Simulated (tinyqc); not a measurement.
Energy and delay of logic against supply voltage: energy and delay against supply voltage.

One expression serves below and above threshold: I(Vg) = Ik [ln(1 + exp((Vg - VT + dd V)/(al nf Vt)))]^al, with I_on = I(V) and I_off = I(0). Gate delay td = kd C V/I_on, clock period LD td. Per gate and cycle the switching energy is act C V^2 and the leakage energy I_off V LD td. No short-circuit current, no variation. Minima are sought above 0.09 V; below a few Vt gates no longer switch and the model has no meaning.

EDP = energy times td.

Parameters, values chosen for the exercise; values of the order met in logic technologies: temperature T = 250 K; threshold voltage at zero drain bias VT = 0.19 V; slope factor nf = 1.14; barrier lowering per volt of supply dd = 0.07; specific current of a gate Ik = 0.64 uA; exponent of the current law al = 1.48; load capacitance of a gate C = 0.31 fF; delay factor kd = 0.8; logic depth LD = 40; activity factor act = 0.2.

Constants: q = 1.602176634e-19 C, kB = 1.380649e-23 J/K, Vt = kB T/q. Results are converted to the units shown.

Energy and delay against supply voltage:
```
V (V)  I_on (uA)  I_off (nA)  td (ps)  switching (aJ)  leakage (aJ)  energy (aJ)  EDP (fJ ps)
0.15      0.1455      0.4263    255.7           1.395        0.6540        2.049       0.5240
0.27       2.914      0.5993    22.98           4.520        0.1487        4.669       0.1073
0.38       8.989      0.8187    10.48           8.953        0.1305        9.083      0.09523
0.5        17.89       1.150    6.931           15.50        0.1594        15.66       0.1085
0.62       28.58       1.615    5.381           23.83        0.2155        24.05       0.1294
0.73       39.69       2.203    4.561           33.04        0.2934        33.33       0.1520
0.85       53.10       3.088    3.970           44.80        0.4169        45.21       0.1795
0.97       67.70       4.325    3.553           58.34        0.5963        58.93       0.2094
1.08       82.07       5.883    3.264           72.32        0.8295        73.15       0.2387
1.2        98.72       8.217    3.015           89.28         1.189        90.47       0.2727
```

td falls from 256 to 3.01 ps; the energy rises from 2.05 to 90.5 aJ and the EDP goes from 0.524 through a minimum of 0.0952 (at V = 0.38 V among the rows listed) to 0.273 fJ ps. The exact minima lie at V = 0.139 V for the energy and 0.352 V for the EDP. Going from 1.2 V to the energy minimum saves a factor of 44.8 in energy and costs a factor of 120 in delay.

Computed by the program tinyqc: `OMP_NUM_THREADS=1 python tinyqc.py 2082149 2082150 out.jsonl`, one thread of a shared Intel Xeon 2.30GHz, about 0.01 s for the whole run.
